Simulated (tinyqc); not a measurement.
# Off-state leakage of single and stacked transistors: effects of single changes

n-channel devices of unit width. Subthreshold current I(Vg, Vs, Vd) = I0 (T/300 K)^0.5 exp[(Vg - Vs - VT(T) - gb (Vs - Vb) + dd (Vd - Vs))/(nf Vt)] (1 - exp(-(Vd - Vs)/Vt)), VT(T) = VT - cT (T - 300 K). Gate-edge tunnelling Ig (Vd/1 V) exp(ag (Vd - 1 V)), for a gate at 0 V, and band-to-band leakage Ab u exp(-Bb/u), u = Vd - Vb + 1 V, flow at a drain held at V; both are taken as independent of T. In a stack of off transistors (all gates at 0 V) the same subthreshold current passes through each.

Inputs (values chosen for the exercise); values of the order met in bulk silicon logic transistors:
- T = 378 K (temperature)
- V = 1.1 V (supply voltage)
- VT = 0.28 V (threshold at 300 K, zero drain and body bias)
- cT = 0.8 mV/K (fall of the threshold with temperature)
- I0 = 0.54 uA/um (current at threshold at 300 K)
- nf = 1.27 (slope factor)
- dd = 0.14 (drain-induced lowering per volt)
- gb = 0.12 (rise of the threshold per volt of source-body bias)
- Ig = 0.0003 uA/um (gate-edge tunnelling current at 1 V)
- ag = 3.4 1/V (exponential slope of the gate current)
- Ab = 3 uA/(um V) (prefactor of band-to-band leakage at the drain)
- Bb = 20 V (its exponential voltage)
- Vb = -0.6 V (body voltage)

Constants: q = 1.602176634e-19 C, kB = 1.380649e-23 J/K, Vt = kB T/q. Results are converted to the units shown.

Each table varies one quantity; the others keep the values above.

## Subthreshold current against the height of the stack

All n gates at 0 V, bottom source at 0 V, top drain at V; node voltages follow from equal currents.

Subthreshold current against the height of the stack:
columns A: n; B: I (nA/um); C: reduction factor; D: drain voltage of the bottom device (mV); E: source voltage of the top device (mV); F: voltage across the top device (V)
```
A       B      C      D      E       F
1   22.86  1.000   1100      0   1.100
2  0.7777  29.39  111.0  111.0  0.9890
3  0.3549  64.40  28.52  136.8  0.9632
4  0.2283  100.1  16.17  151.2  0.9488
5  0.1680  136.1  11.28  161.3  0.9387
6  0.1328  172.2  8.656  169.0  0.9310
```

The second transistor cuts the current by a factor of 29.4, the third by a further 2.19 and the sixth by 1.27. The top device keeps 84.6 % of the supply at n = 6, while the drain voltage of the bottom one falls to 0.266 Vt.

## Leakage components against the threshold

Same model as above.

One transistor with Vg = Vs = 0, Vd = V; stack factor I(one)/I(two in series).

The same in every row: gate edge (nA/um) = 0.4636; band-to-band (nA/um) = 4.915; stack factor = 29.39.

Result of one run:
```
VT (V)  subthreshold (nA/um)  total (nA/um)  largest part
0.45                  0.3753          5.753  band-to-band
```

What becomes of these results when the threshold at 300 K, zero drain and body bias VT is changed from 0.45 to 0.4 V, all else the same?

Result of the changed run:
```
VT (V)  subthreshold (nA/um)  total (nA/um)  largest part
0.4                    1.257          6.635  band-to-band
```

The whole series:
```
VT (V)  subthreshold (nA/um)  total (nA/um)  largest part
0.15                   529.4          534.8  subthreshold
0.2                    158.1          163.5  subthreshold
0.25                   47.20          52.58  subthreshold
0.3                    14.09          19.47  subthreshold
0.35                   4.209          9.587  band-to-band
0.4                    1.257          6.635  band-to-band
0.45                  0.3753          5.753  band-to-band
0.5                   0.1120          5.490  band-to-band
0.55                 0.03346          5.412  band-to-band
0.6                 0.009991          5.388  band-to-band
```

As VT goes from 0.15 to 0.6, the total leakage falls from 535 to 5.39 nA/um. The subthreshold part leads at VT = 0.15, the band-to-band part from 0.35 on. The reduction by a stack of two stays at 29.4, for the subthreshold part alone. For VT = 0.15, 0.2, 0.25 the gate is within about 3 nf Vt of threshold, where the exponential law overstates the current.

tinyqc, about 0.03 s, one thread, Intel Xeon 2.30GHz (shared host): `OMP_NUM_THREADS=1 python tinyqc.py 2242248 2242249 out.jsonl`
